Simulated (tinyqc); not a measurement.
What each value does: bond-orbital model of a tetrahedral semiconductor (Harrison's universal couplings).

Hybrid level eh = (es + 3 ep)/4; metallic energy V1 = (ep - es)/4 for each atom; covalent energy V2 = 3.22 hbar^2/(m d^2); polar energy V3 = (ehc - eha)/2; hbar^2/m = 2c, c = hbar^2/2m0. Polarity ap = V3/sqrt(V2^2 + V3^2), covalency ac = V2/sqrt(V2^2 + V3^2). p-p coupling at Gamma Exx = (4/3)(2.22 - 2 x 0.63) hbar^2/(m d^2) = 1.28 hbar^2/(m d^2), s-s coupling Ess = 4 x 1.32 hbar^2/(m d^2).

Constants: hbar^2/2m0 = 3.80998211 eV angstrom^2.

Inputs chosen for the exercise (near tabulated values for SiC; the model gives trends, and its gaps can be far from the real ones; shifted at random, so the results belong to these values and not to a real crystal): esc = -14.91 eV (s level, cation); epc = -7.62 eV (p level, cation); esa = -19.21 eV (s level, anion); epa = -11.18 eV (p level, anion); d = 1.89 angstrom (bond length).

The bond-antibond splitting is 2 sqrt(V2^2 + V3^2). E0 is the upper root of [[esa, 5.28 u], [5.28 u, esc]] less the lower root of [[epa, 1.28 u], [1.28 u, epc]], u = hbar^2/(m d^2).

Results for these values:
```
case      ap  bond-antibond splitting (eV)  Ev (eV)  E0 (eV)
base  0.2630                        14.239  -12.659    7.066
```

What happens to each result for epc = -7.12 eV, all else kept?

Answer: ap rises from 0.2630 to 0.2873; bond-antibond splitting rises from 14.239 to 14.342; Ev rises from -12.659 to -12.552; E0 falls from 7.066 to 6.959.

The same for each parameter in turn:
```
case                   ap  bond-antibond splitting (eV)  Ev (eV)  E0 (eV)
base               0.2630                        14.239  -12.659    7.066
esc = -14.41 eV    0.2712                        14.272  -12.659    7.366
epc = -7.12 eV     0.2873                        14.342  -12.552    6.959
esa = -18.71 eV    0.2548                        14.207  -12.659    7.272
epa = -10.68 eV    0.2382                        14.145  -12.280    6.687
d = 1.94 angstrom  0.2761                        13.566  -12.544    6.388
```

Computed by tinyqc, a small Python program: `OMP_NUM_THREADS=1 python tinyqc.py 1481026 1481027 out.jsonl` (the numbers bound the seed that draws the inputs); one thread of a shared host (Intel(R) Xeon(R) Processor @ 2.30GHz), about 0.01 s for the whole set of steps.
